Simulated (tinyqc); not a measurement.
# Graded p-n junction, non-linear Poisson equation by Newton steps: two studies

One dimension, p side on the left, n side on the right; net doping C = (Nd - Na)/2 + ((Nd + Na)/2) tanh(x/Lg). The potential psi is counted from the intrinsic level, and the quasi-Fermi potentials are flat: 0 for holes and -V for electrons, so n = ni exp((psi + V)/Vt) and p = ni exp(-psi/Vt) (Boltzmann statistics, full ionisation, no current).

Parameters, values chosen for the exercise; band and dielectric values close to those of silicon: temperature T = 293 K; band gap Eg = 1.11 eV; relative permittivity eps_r = 11.8; conduction-band density of states at T Nc = 2.73e19 cm^-3; valence-band density of states at T Nv = 2.53e19 cm^-3; acceptor density of the p side Na = 5.9e17 cm^-3; donor density of the n side Nd = 2.8e16 cm^-3; bias of the p side against the n side V = 0.47 V; grading length Lg = 67 nm.

Constants: q = 1.602176634e-19 C, kB = 1.380649e-23 J/K, Vt = kB T/q, eps0 = 8.8541878128e-14 F/cm where lengths are in cm. Results are converted to the units shown.

Each table varies one quantity; the others keep the values above.

## Capacitance and field against bias

The Poisson equation d/dx(eps0 eps_r dpsi/dx) = -q (p - n + C) is solved on a mesh of more than 1000 nodes that ends in neutral material (psi_p = -Vt ln(Na/ni), psi_n = Vt ln(Nd/ni) - V). C_j = q d/dV of the integral of p over x, from the linearised equation. ni = sqrt(Nc Nv) exp(-Eg/(2 Vt)), Eg in volts. Depletion approximation: Vbi = Vt ln(Na Nd/ni^2), W = sqrt(2 eps0 eps_r (Vbi - V)(1/Na + 1/Nd)/q), xp = W Nd/(Na + Nd), xn = W Na/(Na + Nd), peak field 2 (Vbi - V)/W, capacitance eps0 eps_r/W. The last column applies it to an abrupt Na-Nd junction.

Result of one run:

| V (V) | peak \|E\| (kV/cm) | C_j (nF/cm^2) | 1/C_j^2 (cm^4/uF^2) | eps0 eps_r/C_j (nm) | abrupt depletion C (nF/cm^2) |
|---|---|---|---|---|---|
| -0.93 | 87.89 | 32.78 | 930.4 | 318.7 | 35.54 |

What becomes of these results when the bias of the p side against the n side V is changed from -0.93 to -1.29 V, all else the same?

Result of the changed run:

| V (V) | peak \|E\| (kV/cm) | C_j (nF/cm^2) | 1/C_j^2 (cm^4/uF^2) | eps0 eps_r/C_j (nm) | abrupt depletion C (nF/cm^2) |
|---|---|---|---|---|---|
| -1.29 | 98.69 | 30.05 | 1107 | 347.7 | 32.40 |

The whole series:

| V (V) | peak \|E\| (kV/cm) | C_j (nF/cm^2) | 1/C_j^2 (cm^4/uF^2) | eps0 eps_r/C_j (nm) | abrupt depletion C (nF/cm^2) |
|---|---|---|---|---|---|
| 0.13 | 47.59 | 50.83 | 387.0 | 205.5 | 56.08 |
| -0.22 | 62.94 | 41.79 | 572.5 | 250.0 | 45.91 |
| -0.58 | 76.34 | 36.37 | 755.9 | 287.3 | 39.68 |
| -0.93 | 87.89 | 32.78 | 930.4 | 318.7 | 35.54 |
| -1.29 | 98.69 | 30.05 | 1107 | 347.7 | 32.40 |
| -1.65 | 108.7 | 27.92 | 1283 | 374.2 | 29.97 |
| -2 | 117.7 | 26.25 | 1451 | 398.0 | 28.06 |

With V going from 0.13 to -2 V, C_j falls from 50.8 to 26.2 nF/cm^2 and the peak field rises from 47.6 to 118 kV/cm. The slope of 1/C_j^2, read as N = 2/(q eps0 eps_r |slope|), gives 2.25e16 cm^-3 between the first two rows and 2.48e16 cm^-3 between the last two, against Na Nd/(Na + Nd) = 2.67e16 cm^-3; it is not a straight line, so no single doping describes it. At the end C_j goes as (Vbi - V)^(-0.47) with Vbi = 0.841 V, and it is 6.5 % below the abrupt depletion formula (at the first row 9.4 % below it).

## Effect of the grading length

Same model as above.

The abrupt values quoted are those of these depletion formulas.

Results:

| Lg (nm) | peak \|E\| (kV/cm) | C_j (nF/cm^2) | eps0 eps_r/C_j (nm) |
|---|---|---|---|
| 8.4 | 46.6 | 85.8 | 122 |
| 12 | 43.9 | 85.2 | 123 |
| 24 | 38.1 | 82.8 | 126 |
| 33 | 35.2 | 80.7 | 129 |
| 47 | 31.7 | 77.4 | 135 |
| 67 | 28.3 | 73.2 | 143 |

Estimate the missing row, Lg = 17 nm.

Computed row:

| Lg (nm) | peak \|E\| (kV/cm) | C_j (nF/cm^2) | eps0 eps_r/C_j (nm) |
|---|---|---|---|
| 17 | 41.1 | 84.3 | 124 |

With this row back in the table: As Lg grows from 8.4 to 67 nm, the peak field falls from 46.6 to 28.3 kV/cm and C_j falls from 85.8 to 73.2 nF/cm^2. The abrupt depletion formulas give 55.2 kV/cm and W = 135 nm; the first row's field is 16 % below that and the last row's 49 % below it. The same voltage drops over a longer distance, so the field falls.

tinyqc, about 0.05 s, one thread, Intel Xeon 2.30GHz (shared host): `OMP_NUM_THREADS=1 python tinyqc.py 2000107 2000108 out.jsonl`
